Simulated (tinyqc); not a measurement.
MOS capacitor on a p-type substrate, surface potential from the exact charge relation: one step of the calculation.

Uniform p-type substrate, Boltzmann statistics, full ionisation, classical densities. psi is the surface potential against the body (positive when the bands bend down) and u = psi/Vt. Traps are spread evenly over the gap and neutral at flat band, so their charge is -q Dit psi; the minority quasi-Fermi level is shifted by Vb.

Task. Newton step for the surface potential. u = psi/Vt; F^2 = exp(-u) + u - 1 + r (exp(u) - u - 1); Qs = -sign(u) Q0 F; Cs = -dQs/dpsi = (Q0/Vt) |1 - exp(-u) + r (exp(u) - 1)|/(2 F). f = Vfb + psi + (q Dit psi - Qs)/Cox - Vg, f' = 1 + (Cs + q Dit)/Cox, psi(new) = psi - f/f'.

Parameters, values chosen for the exercise; band and dielectric values close to those of germanium:

| symbol | value | unit | meaning |
|---|---|---|---|
| T | 300 | K | temperature |
| Dit | 0 | cm^-2 eV^-1 | density of interface traps |
| Vg | 1.89 | V | gate voltage against the body |

Constants: q = 1.602176634e-19 C, kB = 1.380649e-23 J/K, Vt = kB T/q. Results are converted to the units shown.

psi after iteration 1 = 0.41713984 V
Cox = 0.20273820 uF/cm^2
Vfb = -0.28488916 V
Q0 = 41.956307 nC/cm^2
r = 2.7418033e-8

Wanted: u; F; Qs; Cs; f; f'; psi after iteration 2.

Result.

u = 16.136
F = 3.9262
Qs = -164.73 nC/cm^2
Cs = 0.26436 uF/cm^2
f = -0.94524 V
f' = 2.3039
psi after iteration 2 = 0.82741 V

Numbers from tinyqc (`OMP_NUM_THREADS=1 python tinyqc.py 2060118 2060119 out.jsonl`; about 0.01 s on one thread of a shared Intel Xeon 2.30GHz).
